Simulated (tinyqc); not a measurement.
# Body thickness for a wanted scale length

Problem. A double-gate structure has tan(pi ti/Lambda) tan(pi ts/(2 Lambda)) = ei/eps_r, both angles below pi/2. Find ts.

Values chosen for this exercise; permittivities: semiconductor close to that of In0.53Ga0.47As, insulator close to that of silicon nitride: relative permittivity of the semiconductor eps_r = 14.1; relative permittivity of the insulator ei = 7.81; insulator thickness ti = 2.9 nm.

Lambda = 15.448489 nm

Answer. The condition is explicit in ts: an arctangent, taken between 0 and pi/2.

ts = 6.80 nm

tinyqc, about 0.01 s, one thread, Intel Xeon 2.30GHz (shared host): `OMP_NUM_THREADS=1 python tinyqc.py 2420161 2420162 out.jsonl`
